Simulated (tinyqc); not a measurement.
Inside a calculation: deformation-potential model of the X valleys of a conduction band. Values are carried at full precision from step to step, so a last printed digit may differ when a step is redone from the rounded ones.

s11 = (C11 + C12)/((C11 - C12)(C11 + 2 C12)), s12 = -C12/((C11 - C12)(C11 + 2 C12)), s44 = 1/C44; exx = s11 sxx + s12 (syy + szz) and cyclic, exy = s44 sxy/2; tension is positive. A uniaxial stress X along the unit vector n is s_ij = X n_i n_j. Biaxial (001) means sxx = syy = X.

Constants: kB = 8.617333262e-05 eV/K; hbar^2/2m0 = 3.80998211 eV angstrom^2.

Parameters, chosen for this exercise (near those of GaP; the results hold for these values, not for the real material):
- C11 = 139.4 GPa
- C12 = 60.2 GPa
- C44 = 70.4 GPa
- load = biaxial (001) (kind of stress)
- X = -0.68 GPa (stress)
- Xd = 1.35 eV (dilation potential)
- Xu = 6.43 eV (uniaxial potential)
- T = 300 K (temperature)
- ml = 2.049 m0 (longitudinal mass)
- mt = 0.256 m0 (transverse mass)

## Strain from a biaxial (001) stress

Form the compliances and the strain.

s11, s12, s44 (1/TPa): [9.7005, -2.9257, 14.2045]

strain tensor, rows x, y, z and columns alike:
```
[[-0.004607, 0.000000, 0.000000],
 [0.000000, -0.004607, 0.000000],
 [0.000000, 0.000000, 0.003979]]
```

## Valley shifts

Valleys with axes along x, y and z, one whole valley each. Herring-Vogt shift of a valley with unit axis a: dE = Xd tr(e) + Xu a.e.a. Non-degenerate shares n_i = exp(-dE_i/kT)/sum_j exp(-dE_j/kT). Inverse mass tensor of a valley: (1 - a a)/mt + a a/ml; the masses are taken as independent of strain.

Apply the Herring-Vogt formula to each valley.

Xd tr(e) = -7.07 meV

a.e.a: x -0.004607, y -0.004607, z 0.003979

shifts dE (meV): x -36.69, y -36.69, z 18.52

The lowest valleys are x and y, 55.2 meV below the highest; the mean shift over all valleys is (Xd + Xu/3) tr(e) = -18.29 meV.

## Shares of the electrons

Boltzmann factors of the shifts.

kT = 25.852 meV

shares: x 0.4721, y 0.4721, z 0.0558

effective number of valley axes, 1/(largest share) = 2.118

## Conductivity mass tensor

With one scattering time for all valleys the conductivity goes as M = sum_i n_i (inverse mass tensor of valley i); along the unit vector u, 1/m_c = u.M.u. Without stress 1/m_c = (1/ml + 2/mt)/3. Take u along [001].

M (1/m0), rows x, y, z and columns alike:
```
[[2.293, 0.000, 0.000],
 [0.000, 2.293, 0.000],
 [0.000, 0.000, 3.716]]
```

m_c along [001] = 0.2691 m0
m_c without stress = 0.3614 m0

The repopulation alone changes the mobility along [001] by +34.3 %; with all electrons in the valleys lightest or heaviest along this direction it would change by +41 or -82 %.

## Effective density of states

Each of the 3 whole valleys has m_d = (ml mt^2)^(1/3) and N = 2 (m_d kT/(4 pi c))^(3/2), c = hbar^2/2m0. Counted from the lowest edge, Nc = N x sum_i exp(-(dE_i - dE_min)/kT). 1 angstrom^-3 = 1e24 cm^-3.

m_d = 0.5121 m0
N of one valley = 9.196e+18 cm^-3
Nc under stress = 1.948e+19 cm^-3
Nc without stress = 2.759e+19 cm^-3

## Piezoresistance from repopulation

For small stress d(rho)/rho = pi X. For valleys on the cube axes pi11 = -(2/3) Xu (s11 - s12)/kT x (K - 1)/(2K + 1), pi12 = -pi11/2, pi44 = 0, K = ml/mt. For stress along [110]: pi_l = (pi11 + pi12 + pi44)/2 with the current along it and pi_t = (pi11 + pi12 - pi44)/2 with the current along [1-10]. 1/GPa = 100 x 1e-11/Pa.

K = 8.004

pi11, pi12, pi44 (1e-11/Pa): [-86.2, 43.1, 0.0]

pi_l, pi_t for [110] (1e-11/Pa): [-21.6, -21.6]

Only the transfer between valleys is counted; changes of mass and of intervalley scattering add to it in a real crystal.

## Checks

- Conductivity mass at zero stress against 3/(1/ml + 2/mt): both 0.3614221.
- Piezoresistance coefficients by finite differences against the closed form: largest difference 1.4e-08.

Computed by tinyqc, a small Python program: `OMP_NUM_THREADS=1 python tinyqc.py 1080357 1080358 out.jsonl` (the numbers bound the seed that draws the inputs); one thread of a shared host (Intel(R) Xeon(R) Processor @ 2.30GHz), about 0.03 s for the whole set of steps.
